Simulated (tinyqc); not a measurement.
Worked calculation: kinetics of strain relaxation and threading dislocations in mismatched semiconductor layers. Computed by tinyqc, a small Python program that keeps every step. Command: `OMP_NUM_THREADS=1 python tinyqc.py 3016865 3016866 out.jsonl threading walk`. One thread of a shared host (Intel(R) Xeon(R) Processor @ 2.30GHz), about 0.01 s of CPU time with the checks. Intermediate numbers are printed to about 7 digits and carried at full precision; extremes and crossings named in words are read from the listed rows.

60-degree dislocations on {111} planes of a (001) layer, isotropic elasticity. The Schmid factor is 1/sqrt(6), and a misfit segment relieves strain with b/2.

Inputs (values chosen for the exercise, modelled on Si(0.7)Ge(0.3) on Si):
```
quantity                                      value          unit
misfit f                                     0.0115             -
shear modulus G                                60.5           GPa
Poisson ratio nu                               0.27             -
Burgers vector b                               3.89      angstrom
glide activation energy Q                      2.07            eV
velocity prefactor v0                         26000   m/s per MPa
layer thickness h                                83            nm
anneal temperature T                            850             K
anneal time t                                    88             s
initial thread density rho_0                4.8e+06        1/cm^2
multiplication constant delta                 27000           1/m
grading rate (misfit per thickness) R_f      0.0059  1/micrometre
growth temperature of the buffer T_g            947             K
growth rate R_g                                0.94          nm/s
reaction radius r_A                              57            nm
final thickness of a thick uniform layer H      5.6    micrometre
aspect ratio of a trench                        2.6             -
```

Sources: fixed density of threads.

Constants: k_B = 8.617333262e-05 eV/K.

## Excess stress and glide velocity at the start

Excess resolved stress tau = (1/sqrt 6) [2 G (1 + nu)/(1 - nu)] (e - e_eq), e_eq = b (1 - nu/4) [ln(h/b) + 1]/(4 pi (1 + nu) h), the Matthews-Blakeslee strain of an uncapped layer; glide velocity v = v0 tau exp(-Q/(k_B T)), tau in MPa.

equilibrium strain e_eq = 0.001742488

excess stress tau = 838.5514 MPa

mobility v/tau = 1.385579e-08 m/s per MPa

initial velocity = 11.61879 micrometre/s

The layer carries 6.6 times its equilibrium strain. In the anneal time a thread would run 1000 micrometre at this speed.

## Relaxation in the anneal

Threads run in two directions, so de/dt = -(b/4) rho v, with rho fixed. With x = e - e_eq, x0 = f - e_eq (fully strained at t = 0) and v = m S x (m the mobility, S x = tau): x = x0 exp(-t/t_r), t_r = 4/(b rho_0 m S). The half time is that at which x = x0/2.

strain left e = 0.007725326

share of the excess strain relieved = 38.68480 %

thread density = 4800000 1/cm^2

half time = 124.7018 s

Relaxation is under way. The misfit lines laid down are 0.052 micrometre apart. Caution: blocking of threads by crossing misfit lines, left out here, leaves real layers with more strain.

## Anneal temperature

The formulas are those given above.

After the time t:
```
T (K)  first velocity (micrometre/s)  relieved (%)  threads (1/cm^2)  half time (s)
739                     1.665974e-01       0.69891           4800000   8.696918e+03
767                     5.457775e-01       2.27149           4800000   2.654716e+03
801                     2.062325e+00       8.31601           4800000   7.025489e+02
828                     5.483497e+00      20.61424           4800000   2.642263e+02
861                     1.667106e+01      50.43271           4800000   8.691016e+01
883                     3.340777e+01      75.49866           4800000   4.336968e+01
913                     8.166986e+01      96.78788           4800000   1.774075e+01
964                     3.285282e+02      99.99990           4800000   4.410228e+00
```

The half time follows exp(Q/(k_B T)), a decade for each 71 K near 861 K. Relief goes from 21 % at 828 K to 75.5 % at 883 K: with a fixed density the onset is gradual, and more threads relax the layer sooner. Caution: rows with more than 50 % relieved leave out blocking by crossing misfit lines, which slows real layers.

## Graded buffer

In steady grading, strain is fed at R_f R_g and relieved at (b/4) rho v. As a glide-limited estimate, the driving stress is taken as the mean stress of the strained top zone, whose depth z solves R_f z/2 = e_eq(z), with strain R_f z at the surface; tau_g = S R_f z/2 is its mean; then rho = 4 R_f R_g/(b m tau_g), m = v0 exp(-Q/(k_B T_g)), S = (1/sqrt 6) 2 G (1 + nu)/(1 - nu), e_eq(z) = b (1 - nu/4) [ln(z/b) + 1]/(4 pi (1 + nu) z).

depth z of the strained zone = 239.1205 nm

stress tau_g = 60.62189 MPa

thread density of the buffer = 375566.5 1/cm^2

buffer thickness f/R_f = 1.949153 micrometre

Raising T_g by 50 K would lower this density by a factor 3.6: fast glide lets few threads do the work.

## Thick uniform layer and trapping in a trench

A separate case, a thick relaxed layer. Pair reactions during growth: d rho/dh = -K rho^2 with K = 2 r_A tan(psi) and threads inclined by psi = 45 degrees (the <110> lines of {111} planes), so rho = 1/(K H) for a layer that starts with far more threads than that, as highly mismatched layers do. In a trench along [110] a thread on {111} rises at 54.74 degrees across the width, and leaves through the wall below the height w tan(54.74 degrees) = sqrt(2) w; the share of threads, evenly spread over the floor, that reach the top is max(0, 1 - a/sqrt 2) for the aspect ratio a.

thread density at H = 1.566416e+08 1/cm^2

share that reaches the top = 0

The trench traps all threads that cross it; those that run along it are not trapped. Thickness alone needs 880 micrometre for 1e6 /cm^2. Caution: at this small misfit a layer may start with fewer threads than 1/(K H), which is then only an upper bound.

Checks made by the program: strain against numerical integration (relative difference 1e-10).
